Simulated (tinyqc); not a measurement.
Schottky barrier on an n-type semiconductor, non-linear Poisson equation by Newton steps: one step of the calculation.

One dimension, metal at x = 0, donor density C(x) = Nd, uniform. Energies are counted from the electron Fermi level of the semiconductor and the conduction-band edge is Ec = -psi, so n = Nc exp(psi/Vt); holes follow the Fermi level of the metal, at -V, so p = Nv exp((V - psi - Eg)/Vt). Ends: psi(0) = V - phiB and psi = Vt ln(Nd/Nc) deep inside. Boltzmann statistics, full ionisation, no current, no image force in the Poisson equation.

Problem. Converged densities, field and barrier lowering. n and p as above; E_i = -(psi_(i+1) - psi_i)/h_i; at the metal |E_0| = |E on interval 0| + q rho_0 (h_0/2)/(eps0 eps_r), rho_0 = p_0 - n_0 + C_0; image-force lowering dphi = sqrt(q |E_0|/(4 pi eps0 eps_r)).

Inputs (values chosen for the exercise); band and dielectric values close to those of silicon:

| symbol | value | unit | meaning |
|---|---|---|---|
| T | 300 | K | temperature |
| Eg | 1.13 | eV | band gap |
| eps_r | 11.8 |  | relative permittivity |
| Nc | 2.85e19 | cm^-3 | conduction-band density of states at T |
| Nv | 2.63e19 | cm^-3 | valence-band density of states at T |
| V | 0 | V | bias of the metal against the semiconductor |

Constants: q = 1.602176634e-19 C, kB = 1.380649e-23 J/K, Vt = kB T/q, eps0 = 8.8541878128e-14 F/cm where lengths are in cm. Results are converted to the units shown.

```
node  x (nm)  converged psi (V)  donor density C (cm^-3)
0          0        -0.77000000                   1.4e16
1         23        -0.66378024                   1.4e16
2       50.7        -0.55093039                   1.4e16
3       84.1        -0.43676484                   1.4e16
4        124        -0.33177307                   1.4e16
5        173        -0.24934179                   1.4e16
6        231        -0.20960666                   1.4e16
7        302        -0.19901110                   1.4e16
8        387        -0.19720283                   1.4e16
9        489        -0.19697776                   1.4e16
10       613        -0.19695610                   1.4e16
```

Find: n; p; field E; |E_0| at the metal; image-force lowering.

Solution.

```
node  n (cm^-3)  p (cm^-3)
0       3.307e6   2.356e13
1       2.013e8   3.871e11
2      1.584e10    4.921e9
3      1.311e12    5.945e7
4      7.609e13    1.024e6
5      1.845e15    4.222e4
6      8.582e15       9079
7      1.293e16       6026
8      1.387e16       5619
9      1.399e16       5570
10     1.400e16       5566
```

field E, interval 0 to 9 (kV/cm): -46.18  -40.74  -34.18  -26.31  -16.82  -6.85  -1.49  -0.21  -0.02  0.00
|E_0| at the metal = 48.66 kV/cm
image-force lowering = 24.37 mV

Computed by the program tinyqc: `OMP_NUM_THREADS=1 python tinyqc.py 2020087 2020088 out.jsonl`, one thread of a shared Intel Xeon 2.30GHz, about 0.04 s for the whole run.
